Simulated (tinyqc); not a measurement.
Activation field and prefactor from two times.

Question. Merz's law: tau = t0 exp(Ea d/V). Find Ea and t0.

Values chosen for this exercise: film thickness d = 15 nm.

tau at V = 1.6 and 2.2 V (ns): [70.149214, 21.638805]

Solution. ln(tau) is linear in 1/V with slope Ea d.

Ea = 4600 kV/cm
t0 = 0.9400 ns

tinyqc, about 0.01 s, one thread, Intel Xeon 2.30GHz (shared host): `OMP_NUM_THREADS=1 python tinyqc.py 2860040 2860041 out.jsonl`
